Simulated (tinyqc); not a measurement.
# p-n heterojunction, non-linear Poisson equation by Newton steps, Boltzmann statistics: two studies

One dimension, material 1 (p-type) at x < 0 and material 2 (n-type) at x > 0. Band edges: Ec = -psi in material 1 and -psi + dEc in material 2, Ev = Ec - Eg. Flat quasi-Fermi levels: 0 for holes, +V for electrons. n = Nc F((EFn - Ec)/Vt), p = Nv F((Ev - EFp)/Vt), with F(eta) = exp(eta) (Boltzmann statistics); full ionisation, no interface charge, classical densities; the doping types are chosen for the exercise.

Inputs (values chosen for the exercise); band and dielectric values close to those of CdS and CdTe: temperature T = 250 K; band gap of material 1 Eg1 = 2.45 eV; relative permittivity of material 1 er1 = 8.92; conduction-band density of states of material 1 Nc1 = 1.7e18 cm^-3; valence-band density of states of material 1 Nv1 = 1.36e19 cm^-3; band gap of material 2 Eg2 = 1.52 eV; relative permittivity of material 2 er2 = 10.1; conduction-band density of states of material 2 Nc2 = 6.13e17 cm^-3; valence-band density of states of material 2 Nv2 = 1.38e19 cm^-3; conduction-band offset Ec2 - Ec1 dEc = 0.08 eV; acceptor density of material 1 N1 = 3.5e17 cm^-3; donor density of material 2 N2 = 6.8e16 cm^-3; bias of side 1 against side 2 V = -2.8 V.

Constants: q = 1.602176634e-19 C, kB = 1.380649e-23 J/K, Vt = kB T/q, eps0 = 8.8541878128e-14 F/cm where lengths are in cm. Results are converted to the units shown.

Each table varies one quantity; the others keep the values above.

## Effect of the acceptor density of material 1

Exact first integral: on each side D^2/(2 eps0 er) = G, G = q [Vt (nI_j - nI_b) + Vt (pI_j - pI_b) - C (psi_j - psi_b)], with C = -N1 or +N2, b the neutral end of that side, and nI, pI the densities themselves. D is continuous, so er1 G1(psi_j) = er2 G2(psi_j) fixes psi_j. Ends from Nv1 F((-psi_L - Eg1)/Vt) = N1 and Nc2 F((V + psi_R - dEc)/Vt) = N2. D is counted positive when psi rises towards material 2. Depletion (Anderson) capacitance C^2 = q eps0 er1 er2 N1 N2/(2 (er1 N1 + er2 N2)(psi_R - psi_L)). -dD/dV is the change of the displacement at the interface with both quasi-Fermi levels flat; it is the terminal capacitance only while neither side holds an inversion layer. n_j and p_j are densities at the interface.

Effect of the acceptor density of material 1:

| N1 (cm^-3) | psi_R - psi_L (V) | psi_j - psi_L (V) | psi_R - psi_j (V) | D/q (cm^-2) | n_j in 1 (cm^-3) | p_j in 2 (cm^-3) | -dD/dV (nF/cm^2) | depletion C (nF/cm^2) |
|---|---|---|---|---|---|---|---|---|
| 1.8e16 | 5.140 | 4.153 | 0.9873 | 8.562e11 | 0.09667 | 8.136e-48 | 13.46 | 13.40 |
| 3.6e16 | 5.155 | 3.505 | 1.650 | 1.112e12 | 4.201e-15 | 1.872e-34 | 17.42 | 17.35 |
| 7.4e16 | 5.170 | 2.636 | 2.534 | 1.381e12 | 6.296e-33 | 1.249e-16 | 21.58 | 21.49 |
| 1.5e17 | 5.186 | 1.766 | 3.420 | 1.606e12 | 8.915e-51 | 88.22 | 25.02 | 24.92 |
| 3.1e17 | 5.201 | 1.051 | 4.150 | 1.774e12 | 1.659e-65 | 4.741e16 | 24.12 | 27.39 |
| 6.4e17 | 5.217 | 0.9492 | 4.268 | 2.419e12 | 7.192e-68 | 1.094e19 | 1.228 | 28.87 |
| 1.3e18 | 5.232 | 0.9391 | 4.293 | 3.429e12 | 2.221e-68 | 3.542e19 | 0.5557 | 29.65 |
| 2.7e18 | 5.248 | 0.9354 | 4.312 | 4.932e12 | 8.978e-69 | 8.760e19 | 0.3265 | 30.04 |

As N1 goes from 1.8e16 to 2.7e18, the total bending rises from 5.14 to 5.25 V and the sheet charge D/q rises from 8.56e11 to 4.93e12 cm^-2; the share of the bending in material 1 falls from 80.8 to 17.8 %. The capacitance departs most from the depletion formula at N1 = 2.7e18, where it is 99 % below it, and there the holes at the interface in material 2 outnumber its donors: an inversion layer has formed, which screens D from the bias. For N1 = 6.4e17, 1.3e18, 2.7e18 a density at the interface exceeds 0.3 of the band density of states, which Boltzmann statistics overestimate.

## Effect of the bias of side 1 against side 2

Same model as above.

Effect of the bias of side 1 against side 2:

| V (V) | psi_R - psi_L (V) | psi_j - psi_L (V) | psi_R - psi_j (V) | D/q (cm^-2) | n_j in 1 (cm^-3) | p_j in 2 (cm^-3) | -dD/dV (nF/cm^2) | depletion C (nF/cm^2) |
|---|---|---|---|---|---|---|---|---|
| 0.7 | 1.704 | 0.9365 | 0.7673 | 1.777e12 | 2632 | 1.077e19 | 0.9487 | 48.41 |
| 0.17 | 2.234 | 0.9400 | 1.294 | 1.780e12 | 6.401e-8 | 9.162e18 | 1.107 | 42.28 |
| -0.36 | 2.764 | 0.9441 | 1.820 | 1.784e12 | 1.604e-18 | 7.562e18 | 1.327 | 38.01 |
| -0.89 | 3.294 | 0.9492 | 2.345 | 1.789e12 | 4.198e-29 | 5.977e18 | 1.653 | 34.82 |
| -1.41 | 3.814 | 0.9555 | 2.858 | 1.795e12 | 1.857e-39 | 4.448e18 | 2.170 | 32.36 |
| -1.94 | 4.344 | 0.9645 | 3.379 | 1.804e12 | 5.826e-50 | 2.932e18 | 3.149 | 30.32 |
| -2.47 | 4.874 | 0.9788 | 3.895 | 1.817e12 | 2.341e-60 | 1.509e18 | 5.483 | 28.62 |
| -3 | 5.404 | 1.009 | 4.395 | 1.846e12 | 1.985e-70 | 3.683e17 | 13.66 | 27.18 |

Read the table: what changes, and by how much?

As V goes from 0.7 to -3, the total bending rises from 1.70 to 5.40 V and the sheet charge D/q rises from 1.78e12 to 1.85e12 cm^-2; the share of the bending in material 1 falls from 55.0 to 18.7 %. The capacitance departs most from the depletion formula at V = 0.7, where it is 98 % below it, and there the holes at the interface in material 2 outnumber its donors: an inversion layer has formed, which screens D from the bias. For V = 0.7, 0.17, -0.36, -0.89, -1.41 a density at the interface exceeds 0.3 of the band density of states, which Boltzmann statistics overestimate.

tinyqc, about 0.04 s, one thread, Intel Xeon 2.30GHz (shared host): `OMP_NUM_THREADS=1 python tinyqc.py 2040067 2040068 out.jsonl`
